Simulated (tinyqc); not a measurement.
Limits against temperature: thermal and gravitational stress in a wafer during furnace and rapid thermal processing, and the onset of slip. Computed by tinyqc, a small Python program. Command: `OMP_NUM_THREADS=1 python tinyqc.py 3025185 3025186 out.jsonl slip walk`. One thread of a shared host (Intel(R) Xeon(R) Processor @ 2.30GHz), about 0.01 s of CPU time with the checks.

A thin free disc in plane stress, isotropic; T(r) = T_centre + dT (r/R)^n with n = 2. Stress is positive in tension; sigma_SB = 5.670374419e-8 W/(m^2 K^4), g = 9.80665 m/s^2.

Inputs (values chosen for the exercise, modelled on silicon):

| quantity | value | unit |
|---|---|---|
| wafer radius R | 150 | mm |
| thickness t | 775 | micrometre |
| Young's modulus E | 151 | GPa |
| expansion alpha | 4.5 | 1e-6/K |
| prefactor A of the critical stress | 0.00042 | MPa |
| energy U of the critical stress | 1.12 | eV |
| density rho | 2330 | kg/m^3 |
| heat capacity c | 951 | J/(kg K) |
| conductivity k | 28.3 | W/(m K) |
| wafer spacing s | 14 | mm |

Constants: k_B = 8.617333262e-05 eV/K.

Method. Critical resolved stress tau_c = A exp(U/(k_B T)), a form chosen for the exercise; slip when 0.492799 |s_tt(R)| > tau_c; allowed |dT| = tau_c (n + 2)/(0.492799 n alpha E). In a stack heated from the rim, heat flows inward by conduction and by radiation between wafers: k_eff = k + (16/3) sigma_SB T^3 s^2/t (a diffusion estimate with the spacing as path length). A steady ramp gives the parabolic lag dT = rho c (ramp) R^2/(4 k_eff); the allowed ramp uses n = 2.

For the parabolic profile:

| T (K) | tau_c (MPa) | allowed \|dT\| (K) | k_eff (W/(m K)) | allowed ramp (K/min) |
|---|---|---|---|---|
| 1050 | 99.773 | 595.91 | 116.84 | 335.17 |
| 1125 | 43.715 | 261.10 | 137.20 | 172.44 |
| 1200 | 21.235 | 126.83 | 160.46 | 97.97 |
| 1275 | 11.229 | 67.07 | 186.82 | 60.32 |
| 1350 | 6.374 | 38.07 | 216.48 | 39.67 |
| 1425 | 3.840 | 22.94 | 249.61 | 27.56 |
| 1500 | 2.434 | 14.54 | 286.43 | 20.04 |

What does the comparison show, and why?

From 1050 to 1500 K the allowed difference falls 41 times and the allowed ramp 17 times; radiation, which grows as T^3, gives back a factor 2.45. Ramps must slow as the wafer gets hotter.
